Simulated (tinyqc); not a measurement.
## Phonon and roughness prefactors from two fields

Problem. At 300 K and high field 1/mu = E^(1/3)/Ap + E^gs/As, E in MV/cm. Find Ap and As.

Inputs (values chosen for the exercise):
- gs = 1.3 (exponent of the roughness term)

mu at E = 0.51 and 1.29 MV/cm (cm^2/(V s)): 138.70091  77.654554

Solution. Two linear equations in 1/Ap and 1/As.

Ap = 141.0 cm^2/(V s)
As = 270.0 cm^2/(V s)

Computed by the program tinyqc: `OMP_NUM_THREADS=1 python tinyqc.py 2510017 2510018 out.jsonl`, one thread of a shared Intel Xeon 2.30GHz, about 0.01 s for the whole run.
